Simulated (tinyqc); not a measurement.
Inside a calculation. Model: one-sided p+-n junction, ionisation integral and breakdown.

Numbers from tinyqc (`OMP_NUM_THREADS=1 python tinyqc.py 2120134 2120135 out.jsonl`; about 0.1 s on one thread of a shared Intel Xeon 2.30GHz). Printed values are rounded.

A p+ layer at x < 0 and an n drift layer from x = 0. Depletion approximation, built-in voltage neglected. Local ionisation coefficients alpha_n = an exp(-(bn/E)^mx), alpha_p = ap exp(-(bp/E)^mx). Electrons move towards +x, holes towards x = 0.

Inputs (values chosen for the exercise); material values close to those of 4H silicon carbide:
- eps_r = 9.6 (relative permittivity)
- an = 1.82e8 1/cm (prefactor of the electron ionisation coefficient)
- bn = 3.45e7 V/cm (field constant for electrons)
- ap = 3.54e8 1/cm (prefactor of the hole ionisation coefficient)
- bp = 2.42e7 V/cm (field constant for holes)
- mx = 1 (exponent)
- N = 1.1e16 cm^-3 (donor density of the drift layer)
- V = 1300 V (reverse voltage)
- fr = 0.5 (share of the depleted width that the grid covers)

Constants: q = 1.602176634e-19 C, eps0 = 8.8541878128e-14 F/cm where lengths are in cm. Results are converted to the units shown.

## Field and ionisation coefficients on a grid

W = sqrt(2 eps0 eps_r V/(q N)), peak field E0 = q N W/(eps0 eps_r), falling linearly to 0 at W. Grid: 12 equal steps from 0 to fr W.

W = 11.1981 um

```
point   x (um)  E (kV/cm)  alpha_n (1/cm)  alpha_p (1/cm)
0      0.00000    2321.82         64.1019         10529.6
1      0.46659    2225.08         33.5967         6692.71
2      0.93318    2128.33         16.6041         4082.27
3      1.39976    2031.59         7.67335         2375.50
4      1.86635    1934.85         3.28269         1309.46
5      2.33294    1838.11         1.28428         677.956
6      2.79953    1741.36        0.452693         326.247
7      3.26612    1644.62        0.141147         144.052
8      3.73271    1547.88       0.0380426         57.4267
9      4.19929    1451.14      0.00860895         20.2514
10     4.66588    1354.39      0.00157558         6.15360
11     5.13247    1257.65      2.22060e-4         1.55674
12     5.59906    1160.91      2.25772e-5        0.313197
```

## Ionisation integrals by the trapezoid rule

G(x) = integral from 0 to x of (alpha_n - alpha_p); I_n = integral of alpha_n exp(-G) (electrons injected at x = 0), I_p = integral of alpha_p exp(G(end) - G) (holes injected at the far edge); M = 1/(1 - I). All integrals by the trapezoid rule on the grid.

```
point          G  alpha_n exp(-G) (1/cm)
0       0.000000                 64.1019
1      -0.399506                 50.0957
2      -0.649709                 31.7966
3      -0.799799                 17.0739
4      -0.885511                  7.9580
5      -0.931770                  3.2608
6      -0.955156                  1.1766
7      -0.966114                  0.3709
8      -0.970811                  0.1004
9      -0.972622                  0.0228
10     -0.973237                  0.0042
11     -0.973417                  0.0006
12     -0.973461                  0.0001
```

I_n = 0.00671474
I_p = 0.611560
M_n = 1.00676
M_p = 2.57440

A grid of 1500 steps over the whole width gives I_n = 0.006636 and I_p = 0.6181; the coarse I_n is 1.2 % above and the coarse I_p 1.1 % below those values. Holes multiply more: on this coarse grid M - 1 is 233 times as large for them.

## Breakdown voltage by secant steps

G(x) = integral from 0 to x of (alpha_n - alpha_p); I_n = integral of alpha_n exp(-G) (electrons injected at x = 0), I_p = integral of alpha_p exp(G(end) - G) (holes injected at the far edge); M = 1/(1 - I). Secant steps on ln I_n(V) = 0 with the integrals on a fine grid (1500 steps), from the points V = 1390 and 1660 V; stop when the step is below 1e-7 of V.

Course of the iteration:
```
step    V (V)       I_n  change of V (V)
1        1660  0.280236              117
2     1776.55   1.69735            -34.2
3     1742.32  0.954663             2.76
4     1745.08  0.998477           0.0937
5     1745.17   1.00000         -2.81e-4
6     1745.17   1.00000          2.77e-8
```

Breakdown at 1745.2 V, with a peak field of 2690 kV/cm and W = 12.97 um. The integral for holes reaches 1 at the same voltage.
